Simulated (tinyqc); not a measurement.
CIS and TDHF on RHF in the cc-pvdz basis, for He, spin multiplicity 1, step by step. Computed by tinyqc, a small Python program that keeps every step (integrals from PySCF). Settings: charge = 0, multiplicity = 1, basis = cc-pvdz, method = RHF, energy threshold = 1e-10, iteration cap = 89, orthogonalisation = canonical, start = core, DIIS depth = 6, TDHF = 1. Command: `OMP_NUM_THREADS=1 python tinyqc.py 20716 20717 out.jsonl` (the two numbers bound the seeds that draw the settings). One thread of a shared host (Intel(R) Xeon(R) Processor @ 2.60GHz), about 0.04 s of CPU time with the checks. The early iterations of the SCF are left out here.

## One-electron integrals

Geometry (angstrom):
```
atom         x         y         z
He    0.000000  0.000000  0.000000
```

Basis cc-pvdz: exponents (1/bohr^2) and contraction coefficients of normalised primitives:
```
element  l (shell)   exponent  coefficient
He           s (1)  38.360000     0.040176
He           s (1)   5.770000     0.261368
He           s (1)   1.240000     0.793071
He           s (2)   0.297600     1.000000
He           p (3)   1.275000     1.000000
```

Overlap, kinetic and nuclear-attraction integrals over the contracted functions; the nuclear repulsion is the sum of Za Zb / Rab.

nuclear repulsion = 0 hartree

overlap S, lower triangle:
```
           1He 1s    1He 2s   1He 2px   1He 2py   1He 2pz
1He 1s   1.000000
1He 2s   0.634168  1.000000
1He 2px  0.000000  0.000000  1.000000
1He 2py  0.000000  0.000000  0.000000  1.000000
1He 2pz  0.000000  0.000000  0.000000  0.000000  1.000000
```

kinetic energy T (hartree), lower triangle:
```
           1He 1s    1He 2s   1He 2px   1He 2py   1He 2pz
1He 1s   2.922435
1He 2s   0.466660  0.446400
1He 2px  0.000000  0.000000  3.187500
1He 2py  0.000000  0.000000  0.000000  3.187500
1He 2pz  0.000000  0.000000  0.000000  0.000000  3.187500
```

nuclear attraction V (hartree), lower triangle:
```
            1He 1s     1He 2s    1He 2px    1He 2py    1He 2pz
1He 1s   -4.802688
1He 2s   -2.012449  -1.741071
1He 2px   0.000000   0.000000  -2.402503
1He 2py   0.000000   0.000000   0.000000  -2.402503
1He 2pz   0.000000   0.000000   0.000000   0.000000  -2.402503
```

core Hamiltonian H = T + V (hartree), lower triangle:
```
            1He 1s     1He 2s   1He 2px   1He 2py   1He 2pz
1He 1s   -1.880253
1He 2s   -1.545789  -1.294671
1He 2px   0.000000   0.000000  0.784997
1He 2py   0.000000   0.000000  0.000000  0.784997
1He 2pz   0.000000   0.000000  0.000000  0.000000  0.784997
```

## Two-electron integrals

Functions are numbered as in S; the eight-fold symmetry (ij|kl) = (ji|kl) = (kl|ij) leaves the list below.

Two-electron integrals (ij|kl) in chemists' order, unique and non-zero (hartree):
```
(11|11) 1.543036   (21|11) 0.784979   (21|21) 0.426774   (22|11) 0.803460
(22|21) 0.475908   (22|22) 0.615562   (31|31) 0.177307   (32|31) 0.142524
(32|32) 0.130008   (33|11) 1.099799   (33|21) 0.627782   (33|22) 0.734404
(33|33) 1.040531   (41|41) 0.177307   (42|41) 0.142524   (42|42) 0.130008
(43|43) 0.063706   (44|11) 1.099799   (44|21) 0.627782   (44|22) 0.734404
(44|33) 0.913119   (44|44) 1.040531   (51|51) 0.177307   (52|51) 0.142524
(52|52) 0.130008   (53|53) 0.063706   (54|54) 0.063706   (55|11) 1.099799
(55|21) 0.627782   (55|22) 0.734404   (55|33) 0.913119   (55|44) 0.913119
(55|55) 1.040531
```

## Orthogonalisation

S = U s U^T; canonical form X = U s^(-1/2), so that X^T S X = 1. Each column of U has its largest component positive (the first on a tie).

eigenvalues of S: 0.365832  1.000000  1.000000  1.000000  1.634168

X:
```
                 1         2         3         4         5
1He 1s    1.169079  0.000000  0.000000  0.000000  0.553142
1He 2s   -1.169079  0.000000  0.000000  0.000000  0.553142
1He 2px   0.000000  1.000000  0.000000  0.000000  0.000000
1He 2py   0.000000  0.000000  1.000000  0.000000  0.000000
1He 2pz   0.000000  0.000000  0.000000  1.000000  0.000000
```

Within a degenerate level the vectors are fixed only up to a rotation; this is one choice.

## Iteration 9 (converged): orbitals

converged F (hartree), lower triangle:
```
            1He 1s     1He 2s   1He 2px   1He 2py   1He 2pz
1He 1s   -0.550426
1He 2s   -0.999872  -0.428819
1He 2px   0.000000   0.000000  2.524372
1He 2py   0.000000   0.000000  0.000000  2.524372
1He 2pz   0.000000   0.000000  0.000000  0.000000  2.524372
```

Diagonalise F' = X^T F X, C = X C', fill 1 alpha and 1 beta electrons from the bottom; D = 2 C_occ C_occ^T. Each column has its largest component positive (the first on a tie).

F' = X^T F X (hartree), lower triangle:
```
           1         2         3         4          5
1   1.394763
2   0.000000  2.524372
3   0.000000  0.000000  2.524372
4   0.000000  0.000000  0.000000  2.524372
5  -0.078640  0.000000  0.000000  0.000000  -0.911470
```

orbital energies (hartree): MO1 -0.914148, MO2 1.397442, MO3 2.524372, MO4 2.524372, MO5 2.524372

coefficients C:
```
              MO1        MO2       MO3       MO4        MO5
1He 1s   0.592616  -1.149573  0.000000  0.000000   0.000000
1He 2s   0.513027   1.187231  0.000000  0.000000   0.000000
1He 2px  0.000000   0.000000  1.000000  0.000000   0.000000
1He 2py  0.000000   0.000000  0.000000  1.000000  -0.000920
1He 2pz  0.000000   0.000000  0.000000  0.000920   1.000000
```

D after iteration 9, lower triangle:
```
           1He 1s    1He 2s   1He 2px   1He 2py   1He 2pz
1He 1s   0.702388
1He 2s   0.608056  0.526393
1He 2px  0.000000  0.000000  0.000000
1He 2py  0.000000  0.000000  0.000000  0.000000
1He 2pz  0.000000  0.000000  0.000000  0.000000  0.000000
```

Within a degenerate level the vectors are fixed only up to a rotation; this is one choice.

## Convergence

Stop when the energy changes by less than 1e-10 hartree and every element of the error matrix X^T (F D S - S D F) X is below 3e-06.

Course of the cycle:
```
iteration  E (hartree)     change  largest element of the error matrix
1          -2.74189681          -                             6.75e-01
2          -2.85440990  -1.13e-01                             5.66e-02
3          -2.85516045  -7.51e-04                             3.67e-04
4          -2.85516047  -2.52e-08                             1.66e-04
5          -2.85516047  -3.75e-09                             1.07e-04
6          -2.85516048  -1.22e-09                             7.88e-05
7          -2.85516048  -5.43e-10                             6.24e-05
8          -2.85516048  -9.12e-10                             6.95e-08
9          -2.85516048  -1.78e-15                             1.56e-10
```

PySCF RHF in the same basis = -2.85516048 hartree

Converged in 9 iterations.

## Integrals over molecular orbitals

(pq|rs) = sum C_ip C_jq C_kr C_ls (ij|kl), one index at a time.

one-electron integrals over orbitals h = C^T H C (hartree), lower triangle:
```
           1          2         3         4         5
1  -1.941013
2   0.316447  -0.090238
3   0.000000   0.000000  0.784997
4   0.000000   0.000000  0.000000  0.784997
5   0.000000   0.000000  0.000000  0.000000  0.784997
```

Two-electron integrals over orbitals (pq|rs), unique and non-zero (hartree):
```
(11|11) 1.026865    (21|11) -0.316447   (21|21) 0.227505    (22|11) 0.857592
(22|21) -0.255195   (22|22) 0.765495    (31|31) 0.183149    (32|31) -0.025386
(32|32) 0.028529    (33|11) 0.961262    (33|21) -0.230485   (33|22) 0.774953
(33|33) 1.040531    (41|41) 0.183149    (42|41) -0.025386   (42|42) 0.028529
(43|43) 0.063706    (44|11) 0.961262    (44|21) -0.230485   (44|22) 0.774953
(44|33) 0.913119    (44|44) 1.040531    (51|51) 0.183149    (52|51) -0.025386
(52|52) 0.028529    (53|53) 0.063706    (54|54) 0.063706    (55|11) 0.961262
(55|21) -0.230485   (55|22) 0.774953    (55|33) 0.913119    (55|44) 0.913119
(55|55) 1.040531
```

## CIS matrix, singlets

A(ia,jb) = (e_a - e_i) d_ij d_ab + 2 (ia|jb) - (ij|ab).

CIS matrix A, singlet (hartree), lower triangle:
```
          1>2       1>3       1>4       1>5
1>2  1.909008
1>3  0.000000  2.843556
1>4  0.000000  0.000000  2.843556
1>5  0.000000  0.000000  0.000000  2.843556
```

## CIS singlet states

dipole integrals <i|r|a> (bohr):
```
            x          y         z
1>2  0.000000   0.000000  0.000000
1>3  0.483314   0.000000  0.000000
1>4  0.000000   0.483313  0.000444
1>5  0.000000  -0.000444  0.483313
```

Diagonalise A (1 hartree = 27.211386 eV); each vector has its largest component positive (the first on a tie). The transition dipole is mu = sqrt2 sum c_ia <i|r|a>.

singlet excitation energies (eV): 51.946741  77.377113  77.377113  77.377113

lowest vectors:
```
      state 1   state 2    state 3   state 4
1>2  1.000000  0.000000   0.000000  0.000000
1>3  0.000000  1.000000   0.000000  0.000000
1>4  0.000000  0.000000   0.739968  0.672642
1>5  0.000000  0.000000  -0.672642  0.739968
```

oscillator strengths 2/3 w |mu|^2: 0.000000  0.885643  0.885643  0.885643

Within a degenerate level the vectors are fixed only up to a rotation; this is one choice.

## TDHF (RPA) singlet states

B(ia,jb) = 2 (ia|jb) - (ib|ja); the squared energies are the eigenvalues of (A - B)(A + B); 1 hartree = 27.211386 eV.

TDHF matrix B, singlet (hartree), lower triangle:
```
          1>2       1>3       1>4       1>5
1>2  0.227505
1>3  0.000000  0.183149
1>4  0.000000  0.000000  0.183149
1>5  0.000000  0.000000  0.000000  0.183149
```

squared energies w^2 (hartree^2): 3.592551  8.052270  8.052270  8.052270

TDHF energies from the positive w^2 (eV): 51.576533  77.216448  77.216448  77.216448

## CIS matrix, triplets

A(ia,jb) = (e_a - e_i) d_ij d_ab - (ij|ab).

CIS matrix A, triplet (hartree), lower triangle:
```
          1>2       1>3       1>4       1>5
1>2  1.453997
1>3  0.000000  2.477258
1>4  0.000000  0.000000  2.477258
1>5  0.000000  0.000000  0.000000  2.477258
```

## CIS triplet states

Diagonalise A (1 hartree = 27.211386 eV); each vector has its largest component positive (the first on a tie).

triplet excitation energies (eV): 39.565279  67.409623  67.409623  67.409623

lowest vectors:
```
      state 1   state 2    state 3   state 4
1>2  1.000000  0.000000   0.000000  0.000000
1>3  0.000000  0.000000   0.000000  1.000000
1>4  0.000000  0.991830  -0.127569  0.000000
1>5  0.000000  0.127569   0.991830  0.000000
```

Within a degenerate level the vectors are fixed only up to a rotation; this is one choice.

## TDHF (RPA) triplet states

B(ia,jb) = - (ib|ja); the squared energies are the eigenvalues of (A - B)(A + B); 1 hartree = 27.211386 eV.

TDHF matrix B, triplet (hartree), lower triangle:
```
           1>2        1>3        1>4        1>5
1>2  -0.227505
1>3   0.000000  -0.183149
1>4   0.000000   0.000000  -0.183149
1>5   0.000000   0.000000   0.000000  -0.183149
```

squared energies w^2 (hartree^2): 2.062349  6.103263  6.103263  6.103263

TDHF energies from the positive w^2 (eV): 39.077950  67.225141  67.225141  67.225141
